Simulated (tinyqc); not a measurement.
Thermal displacements in the Debye model: Debye-Waller factors, bond-length spread and the Lindemann rule. From Lindemann T_m back to Lindemann ratio x_L. Computed by tinyqc, a small Python program. Command: `OMP_NUM_THREADS=1 python tinyqc.py 3031684 3031685 out.jsonl debyewaller inv`. One thread of a shared host (Intel(R) Xeon(R) Processor @ 2.30GHz), about 0.02 s of CPU time with the checks.

A Debye spectrum with three branches of one velocity, cut at k_B Theta; 2 atoms per cube, nearest neighbours at d = 0.866025 a.

Inputs (values chosen for the exercise, modelled on iron):
```
quantity                 value      unit
atomic mass M            55.85         u
Debye temperature Theta    440         K
lattice constant a       2.866  angstrom
temperature T               20         K
```

Structure: bcc.

Constants: hbar^2/u = 4.18015928e-03 eV angstrom^2; k_B = 8.617333262e-05 eV/K.

Method:
- <u_x^2> = (3 hbar^2/(2 M k_B Theta)) int_0^1 s coth(s Theta/(2T)) ds (64 Gauss-Legendre points); it tends to 3 hbar^2/(4 M k_B Theta) at T = 0 and to 3 hbar^2 T/(M k_B Theta^2) at high T.
- B = 8 pi^2 <u_x^2>.
- Melting is placed where sqrt(3 <u_x^2>) = x_L d; the classical form gives T_m = M k_B Theta^2 (x_L d)^2/(9 hbar^2).

Problem. A run gave the result below. Find the Lindemann ratio x_L, known to lie between 0.091 and 0.18.

Lindemann T_m = 1646.974 K

Solution.

Each step takes the trial c = (a f_b - b f_a)/(f_b - f_a), f being the result less the target and a, b, c the logarithms of the listed values; c replaces end b, the old b replaces a if the sign of f changed, and otherwise f_a is halved.

Scan of the range:
```
Lindemann ratio x_L  Lindemann T_m (K)
0.091                          1259.20
0.102                          1583.98
0.114                          1980.13
0.128                          2497.62
0.143                          3118.26
0.161                          3953.50
0.180                          4942.30
```

False position (Illinois rule, in the logarithm of the input) inside the bracket:
```
step     end a     end b     trial  Lindemann T_m (K)
1     0.102000  0.114000  0.103820            1641.25
2     0.114000  0.103820  0.103984            1646.47
3     0.114000  0.103984  0.104013            1647.39
4     0.103984  0.104013  0.104000            1646.97
5     0.104013  0.104000  0.104000            1646.97
```

Lindemann T_m rises at every point of a 13-point scan of the range (every second point is shown), so one value fits; it is bracketed by 0.102 and 0.114. Answer: Lindemann ratio x_L = 0.1040.
